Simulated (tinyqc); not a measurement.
One electron in a tunnel-coupled double dot: charge qubit, sensing and quantum capacitance: one step of the calculation.

Basis (left, right), H = [[ep/2, tc], [tc, -ep/2]], splitting Om = sqrt(ep^2 + 4 tc^2), ep = al times the gate voltage. In equilibrium the electron is on the right with the chance P_R = [1 + (ep/Om) tanh(Om/2 kB T)]/2.

Question. Capacitance seen by a resonator. q^2 al^2 dP_R/d(ep) splits into Cq = q^2 al^2 (2 tc^2/Om^3) tanh(Om/2 kB T) and Ct = q^2 al^2 (ep/Om)^2/(4 kB T cosh^2(Om/2 kB T)); Ct appears only if relaxation is faster than the drive. A resonator of frequency f0, capacitance Cp and quality factor Q shifts by df = -f0 Cq/(2 Cp) and its phase by -2 Q Cq/Cp.

Parameters, values chosen for the exercise:

| symbol | value | unit | meaning |
|---|---|---|---|
| tc | 5.8 | ueV | tunnel coupling |
| T | 0.39 | K | electron temperature |
| al | 0.59 | eV/V | lever arm of the gate on the detuning |
| Cp | 0.36 | pF | parasitic capacitance of the resonator |
| f0 | 491 | MHz | resonator frequency |
| Q | 56 |  | loaded quality factor |
| ep | -17.3 | ueV | detuning |

Constants: q = 1.602176634e-19 C, kB = 1.380649e-23 J/K, Vt = kB T/q. Results are converted to the units shown.

Give: Cq; Ct; df; phase shift.

Answer.

Cq = 124.7 aF
Ct = 260.4 aF
df = -85.04 kHz
phase shift = -2223 millidegree

Numbers from tinyqc (`OMP_NUM_THREADS=1 python tinyqc.py 2470132 2470133 out.jsonl`; about 0.01 s on one thread of a shared Intel Xeon 2.30GHz).
